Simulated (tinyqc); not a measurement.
Worked calculation: RHF in the sto-3g basis, for H6, spin multiplicity 1. One step of it, computed by the program tinyqc.

Question. Iteration 2: diagonalisation and new density. Diagonalise F' = X^T F X, C = X C', fill 3 alpha and 3 beta electrons from the bottom; D = 2 C_occ C_occ^T. Each column has its largest component positive (the first on a tie).

extrapolated F (hartree), lower triangle:
```
           1H 1s      2H 1s      3H 1s      4H 1s      5H 1s      6H 1s
1H 1s  -0.163535
2H 1s  -0.377616  -0.195172
3H 1s  -0.120607  -0.252232  -0.152333
4H 1s  -0.010765  -0.109787  -0.324765  -0.214024
5H 1s   0.027356  -0.000439  -0.113650  -0.361337  -0.270023
6H 1s   0.005252   0.000589  -0.005272  -0.095866  -0.337902  -0.192961
```

X, lower triangle:
```
           1H 1s      2H 1s      3H 1s      4H 1s      5H 1s     6H 1s
1H 1s   1.108333
2H 1s  -0.299704   1.187255
3H 1s   0.046865  -0.258561   1.192613
4H 1s  -0.008972   0.049701  -0.319617   1.192624
5H 1s   0.001322  -0.006899   0.049712  -0.258618   1.187602
6H 1s  -0.000263   0.001324  -0.008983   0.046920  -0.300197  1.108649
```

Give: F' = X^T F X; orbital energies; coefficients C; D after iteration 2.

Answer.

F' = X^T F X (hartree), lower triangle:
```
         1        2        3        4        5        6
1   0.0266
2  -0.4019   0.1000
3   0.0170  -0.2708   0.1264
4   0.0038   0.0144  -0.3630   0.1054
5   0.0291   0.0069   0.0427  -0.3926   0.0300
6  -0.0015  -0.0039   0.0046   0.0639  -0.3304  -0.0371
```

orbital energies (hartree): MO1 -0.5029, MO2 -0.4080, MO3 -0.1796, MO4 0.1802, MO5 0.4990, MO6 0.7627

coefficients C:
```
          MO1      MO2      MO3      MO4      MO5      MO6
1H 1s  0.0985   0.4669   0.3669  -0.4935  -0.7596  -0.3710
2H 1s  0.1813   0.4749   0.1947   0.1588   0.9176   0.6366
3H 1s  0.2504   0.2067  -0.3845   0.6650  -0.2605  -0.9125
4H 1s  0.4255  -0.0589  -0.4119  -0.3509  -0.3692   0.9912
5H 1s  0.4599  -0.3098   0.1132  -0.5164   0.6231  -0.7711
6H 1s  0.2178  -0.2346   0.6287   0.6714  -0.4483   0.4148
```

D after iteration 2, lower triangle:
```
         1H 1s    2H 1s    3H 1s    4H 1s   5H 1s   6H 1s
1H 1s   0.7246
2H 1s   0.6220   0.5926
3H 1s  -0.0398   0.1373   0.5066
4H 1s  -0.2735  -0.0621   0.5056   0.7083
5H 1s  -0.1156  -0.0834   0.0152   0.3346  0.6406
6H 1s   0.2851   0.1009  -0.4714  -0.3050  0.4880  0.9954
```
